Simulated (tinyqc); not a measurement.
# Grain-boundary diffusion: Harrison regimes, Fisher and Le Claire analysis, Hart average, step by step

A worked calculation. Computed by tinyqc, a small Python program that keeps every step. Command: `OMP_NUM_THREADS=1 python tinyqc.py 3011317 3011318 out.jsonl gbdiff walk`. One thread of a shared host (Intel(R) Xeon(R) Processor @ 2.30GHz), about 0.01 s of CPU time with the checks. Intermediate numbers are printed to about 6 digits and carried at full precision; extremes and crossings named in words are read from the listed rows.

A boundary is a slab of width delta with diffusivity D_b, normal to a surface held at constant concentration; it leaks into grains of diffusivity D.

Inputs (values chosen for the exercise, for a model polycrystal):
```
quantity                          value   unit
melting point T_m                  1760      K
lattice prefactor D0            0.00019  m^2/s
lattice activation energy E        2.88     eV
boundary prefactor D0b          2.8e-05  m^2/s
boundary activation energy E_b     1.73     eV
boundary width delta               0.96     nm
segregation factor s                 10      -
grain size d                         33     um
temperature T                      1040      K
time t                             2300      s
```

Constants: k_B = 8.617333262e-05 eV/K.

## Diffusivities

D = D0 exp(-E/(k_B T)), D_b = D0b exp(-E_b/(k_B T)). Triple product P = s delta D_b.

D = 2.10109e-18 m^2/s

D_b = 1.15793e-13 m^2/s

triple product P = 1.11161e-21 m^3/s

At T/T_m = 0.59 the boundary is 55000 times faster than the lattice.

## Regime

l = sqrt(D t); P = s delta D_b; alpha = s delta/(2 l); beta = P/(2 D l). Regime A if l > 3 d, C if alpha > 1, B if alpha < 0.1, l < d/4 and beta > 10, otherwise a transition.

lattice diffusion length l = 0.0695162 um

alpha = 0.0690486

beta = 3805.32

Regime: B

Boundaries are isolated and lose material sideways, so only the product P can be measured.

## Effective diffusivity

Hart average for parallel slabs: f = delta/d, D_eff = (s f D_b + (1 - f) D)/(1 - f + s f); share of the boundaries = s f D_b/(s f D_b + (1 - f) D); depth sqrt(D_eff t).

boundary fraction f = 2.90909e-05

D_eff = 3.57768e-17 m^2/s

share of the boundaries = 0.941289

depth sqrt(D_eff t) = 0.286856 um

Caution: outside regime A (which needs sqrt(D t) above about 3 d) the Hart average and its depth are formal: they describe a profile only in regime A or at steady state.

## Penetration along an isolated boundary

Fisher: the mean concentration falls as exp(-y/y_F), y_F = sqrt(P) (pi t/(4 D))^(1/4), with the boundary equation P d2c/dy2 = 2 c sqrt(D/(pi t)). Le Claire (from the Whipple solution): ln c falls as -(y/y_L)^(6/5) with P = 1.322 sqrt(D/t) y_L^2.

Fisher depth y_F = 5.70912 um

Le Claire depth y_L = 5.27450 um

The tail reaches 75.9 lattice lengths l; y_L/l = sqrt(2 beta/1.322).

## Whipple integral against the two closed forms

Whipple, boundary part of the mean concentration in units of c0 l per boundary, for D_b/D far above beta: c(eta) = (2 eta/sqrt(pi)) int_1^infinity exp(-eta^2/(4 u)) u^(-3/2) [exp(-Y^2)/sqrt(pi) - Y erfc(Y)] du with Y = (u - 1)/(2 beta), eta = y/l; w = eta/sqrt(beta). The last columns are -ln[c(y)/c(w = 1)] from the integral, from Fisher, (y - y1)/y_F, and from Le Claire, (y/y_L)^(6/5) - (y1/y_L)^(6/5), with y1 the depth at w = 1.

Tail of the profile:
```
w      y (um)            c  Whipple   Fisher  Le Claire
1.5    6.4324  4.83232e-01   0.5299  0.37556     0.4889
2.0    8.5765  2.80158e-01   1.0751  0.75113     1.0120
3.0   12.8648  9.01855e-02   2.2086  1.50225     2.1351
4.0   17.1531  2.75036e-02   3.3961  2.25338     3.3371
5.0   21.4413  7.97557e-03   4.6340  3.00450     4.6012
6.0   25.7296  2.20612e-03   5.9192  3.75563     5.9173
8.0   34.3061  1.48070e-04   8.6205  5.25788     8.6786
10.0  42.8827  8.46882e-06  11.4818  6.76013    11.5829
```

At w = 10 the integral has fallen by 11.48 in the logarithm, Fisher by 6.76 and Le Claire by 11.58: the true tail bends down faster than an exponential, which is why profiles are plotted against y^(6/5).

## Lattice against boundary over temperature

D_eff = (s f D_b + (1 - f) D)/(1 - f + s f), f = delta/d; share of the boundaries = s f D_b/(s f D_b + (1 - f) D).

Diffusivities (m^2/s):
```
T/T_m  T (K)            D          D_b        D_eff     share      regime
0.3      528  6.15254e-32  8.59505e-22  2.49972e-25  1.000000           C
0.4      704  4.58648e-25  1.15472e-17  3.35876e-21  0.999863           C
0.5      880  6.09444e-21  3.46268e-15  1.01315e-18  0.993986           C
0.6     1056  3.41904e-18  1.55133e-13  4.85357e-17  0.929577           B
0.7     1232  3.14379e-16  2.34529e-12  9.96376e-16  0.684569           B
0.8     1408  9.33504e-15  1.79811e-11  1.45618e-14  0.359124  transition
0.9     1584  1.30473e-13  8.76708e-11  1.55933e-13  0.163517  transition
1.0     1760  1.07608e-12  3.11376e-10  1.16632e-12  0.077644  transition
```

The apparent activation energy of D_eff is 1.73 eV between the first rows and 2.75 eV between the last, against E_b = 1.73 and E = 2.88 eV. Among these rows boundaries carry most of the flux up to T/T_m = 0.7, the lattice above. Caution: the segregation factor is held fixed, although it falls with temperature. Caution: outside regime A, D_eff and the share of the boundaries hold only at steady state.

Checks made by the program: Le Claire's slope against the Whipple integral (relative difference 2e-02).
